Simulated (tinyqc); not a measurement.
Two-junction solar cell, detailed-balance limit: one step of the calculation.

The top cell takes all photons above E1, the bottom cell those between E2 and E1. Each cell follows J = Jsc - J0 (exp(V/Vt) - 1) with J0 = q ge Phi(gap, T)/ERE; light emitted by one cell and absorbed by the other is left out. In series both carry one current; wired apart (four terminals) each works at its own maximum power point. Efficiencies are counted against Pin = fs X sigma Ts^4.

Question. Maximum power, in series and apart. In series V(J) = Vt [ln((J1 - J)/J01 + 1) + ln((J2 - J)/J02 + 1)], and J V(J) is largest where V = J Vt [1/(J1 - J + J01) + 1/(J2 - J + J02)]. Apart, each cell has (1 + v) exp(v) = 1 + Jsc/J0 at its maximum power point, v = Vmp/Vt.

Parameters, values chosen for the exercise: cell temperature T = 280 K.

Constants: q = 1.602176634e-19 C, kB = 1.380649e-23 J/K, Vt = kB T/q. Results are converted to the units shown.

J1 = 69.531020 mA/cm^2
J2 = 46.108220 mA/cm^2
J01 = 8.5451238e-24 mA/cm^2
J02 = 1.1404614e-12 mA/cm^2
Pin = 294.07469 mW/cm^2

Find: series Jmp; series Vmp; series efficiency; top cell alone; bottom cell behind it.

Answer.

series Jmp = 45.55 mA/cm^2
series Vmp = 2.008 V
series efficiency = 31.10 %
top cell alone = 29.88 %
bottom cell behind it = 10.21 %

Wired apart the cells give 40.10 %; the series connection loses 9.0 points of that.

tinyqc, about 0.01 s, one thread, Intel Xeon 2.30GHz (shared host): `OMP_NUM_THREADS=1 python tinyqc.py 2820046 2820047 out.jsonl`
